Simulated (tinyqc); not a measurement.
One-electron ion in a basis of Gaussians, step by step. One step of it, computed by the program tinyqc.

Problem. Generalised eigenproblem. Solve H C = S C e through S^(-1/2); each column has its largest component positive (the first on a tie).

H = T + V (hartree), lower triangle:
```
           1          2          3          4
1  -3.465696
2  -3.787340  -3.751779
3  -3.977526  -3.853165  -1.079474
4  -3.830113  -4.702744  -0.121447  11.610969
```

S, lower triangle:
```
          1         2         3         4
1  1.000000
2  0.841900  1.000000
3  0.535739  0.841821  1.000000
4  0.290620  0.535664  0.841829  1.000000
```

Give: eigenvalues of S; eigenvalues; coefficients.

Solution.

eigenvalues of S: 0.0218  0.1614  0.8457  2.9711

eigenvalues (hartree): -4.4550  0.8612  13.9305  53.6695

coefficients:
```
        1        2        3        4
1  0.4949  -1.8734  -1.3743   0.7489
2  0.3871   1.8959   3.3267  -2.3954
3  0.1335  -0.2655  -2.5334   3.7466
4  0.1038   0.1788   0.1619  -2.4762
```

For Z = 3 and l = 0 the exact lowest level is -Z^2/(2 n^2) with n = l + 1: -4.500000 hartree.
